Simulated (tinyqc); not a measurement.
Inside a calculation: recursion (Haydock) method for the local density of states: surface site of a square lattice. Values are carried at full precision from step to step, so a last printed digit may differ when a step is redone from the rounded ones.

One orbital a site at energy 0, hopping -t to the 4 nearest neighbours of a square lattice; the start u0 is a site in the outermost layer of a half crystal, with energy V. Recursion: a_n = <u_n|H|u_n>, b_(n+1) u_(n+1) = (H - a_n) u_n - b_n u_(n-1), b > 0. G(z) = 1/(z - a0 - b1^2/(z - a1 - b2^2/(...))), z = E + i eta. After n levels the tail is b_n^2 T with the square-root terminator T = (z - sqrt(z - 2b) sqrt(z + 2b))/(2 b^2), b = 2t so that the band edges lie at -/+ 4t.

Values chosen for the exercise: t = 1 eV (hopping); V = 0 eV (shift of the starting site); n = 6 (levels kept); E = 1.2 eV (energy); eta = 0.05 eV (broadening).

## The coefficients

Carry the recursion for n levels; the lattice is large enough that no wall but the surface is met.

Coefficients:
```
n  a_n (eV)  b_(n+1) (eV)  b_(n+1)^2/t^2
0    0.0000       1.73205         3.0000
1    0.0000       1.91485         3.6667
2    0.0000       1.94625         3.7879
3    0.0000       1.97014         3.8815
4    0.0000       1.97728         3.9096
5    0.0000       1.98483         3.9396
```

b1^2/t^2 = 3 counts the neighbours of the start. All a_n vanish because the lattice is bipartite and V = 0. The b_n tend to a quarter of the band width, 2.000 eV.

## Moments from the coefficients

For a1 = a2 = 0: mu1 = a0, mu2 = a0^2 + b1^2, mu3 = a0^3 + 2 a0 b1^2, mu4 = a0^4 + 3 a0^2 b1^2 + b1^4 + b1^2 b2^2.

mu1 to mu4 (eV^n): [0.000, 3.000, 0.000, 20.000]

mu4/t^4 = 20 is the number of closed walks of four steps.

## The continued fraction at one energy

Start from the terminator and work up: G_i = 1/(z - a_i - S_i), S_i = b_(i+1)^2 G_(i+1), with T in place of G_n. The density is -Im G_0/pi.

Levels of the fraction:
```
i        S_i (eV)      G_i (1/eV)
5  0.5832-1.8546i  0.1539-0.4752i
4  0.6017-1.8579i  0.1497-0.4772i
3  0.5809-1.8523i  0.1547-0.4753i
2  0.5860-1.8005i  0.1615-0.4868i
1  0.5922-1.7849i  0.1627-0.4911i
0  0.4880-1.4733i  0.2518-0.5388i
```

local density of states = 0.1715 1/eV

A direct sum over the zone gives 0.1715 1/eV at the same z; 6 levels miss it by 0.0 %.

## Checks

- G from 10 levels against a direct sum over the zone at E = 6.4000 eV, above the band (1/eV): both 0.17009.

Run: tinyqc, `OMP_NUM_THREADS=1 python tinyqc.py 1480518 1480519 out.jsonl`; Intel(R) Xeon(R) Processor @ 2.30GHz, one thread, shared host; about 0.01 s of CPU time with all checks.
